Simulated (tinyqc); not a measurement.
# Changing the photon flux entering

Model: surface photovoltage measurement of the minority-carrier diffusion length in a wafer. Computed by tinyqc, a small Python program. Command: `OMP_NUM_THREADS=1 python tinyqc.py 3130095 3130096 out.jsonl spv sweep`. One thread of a shared host (Intel(R) Xeon(R) Processor @ 2.30GHz), about 0.01 s of CPU time with the checks.

Low injection, steady light, a depletion layer much thinner than 1/alpha and L. The excess density dn is taken at the front edge of the neutral region; light that reaches the back is lost.

Inputs (values chosen for the exercise, modelled on p-type silicon at room temperature): diffusion length L = 50 micrometre; wafer thickness W = 725 micrometre; diffusivity D = 24.5 cm^2/s; front recombination velocity S_f = 3400 cm/s; back recombination velocity S_b = 31000 cm/s; minority density at the surface barrier scale n_0 = 3.6e+08 1/cm^3; temperature T = 298 K; wavelength = 823 nm.

Constants: k_B = 8.617333262e-05 eV/K.

Method:
- alpha = (84.732/lambda - 76.417)^2 per cm with lambda in micrometre (an empirical fit for silicon between 0.7 and 1.05 micrometre).
- Thick wafer: dn = Phi L/((S_f + D/L)(L + 1/alpha)). Finite wafer, with s = S_b L/D, w = W/L, a = alpha L: dn = [Phi a/(a^2 - 1)] [a - B - exp(-alpha W)(a - s)/(cosh w + s sinh w)]/(S_f + B D/L), B = (sinh w + s cosh w)/(cosh w + s sinh w).
- Photovoltage V = (k_B T/e) ln(1 + dn/n_0). Lifetime = L^2/D.

One run for each value:
```
photon flux entering (1/(cm^2 s))  photovoltage V (mV)  dn, finite wafer (1/cm^3)
1.00e+10                                    6.6847e-02                 9.3835e+05
1.00e+11                                    6.6077e-01                 9.3835e+06
1.00e+12                                    5.9481e+00                 9.3835e+07
1.00e+13                                    3.2940e+01                 9.3835e+08
1.00e+14                                    8.4698e+01                 9.3835e+09
1.00e+15                                    1.4296e+02                 9.3835e+10
1.00e+16                                    2.0200e+02                 9.3835e+11
```

What does the table show, and why?

Over the rows, photovoltage V (mV) rises from 0.0668 to 202 (exponent d ln y / d ln x 0.99 between the first rows and 0.15 between the last); dn, finite wafer (1/cm^3) rises from 938000 to 9.38e11 (exponent d ln y / d ln x about 1.0 throughout). At the low end the exponent of photovoltage V is 0.99, close to 1: the linear range.

Caution (rows 1.00e12, 1.00e13, 1.00e14, 1.00e15, 1.00e16): dn is not small against n_0, so V is not linear in the flux; the constant-flux reading then needs dn, not V.

Extremes, crossings and ranges named in words are read from the listed rows.
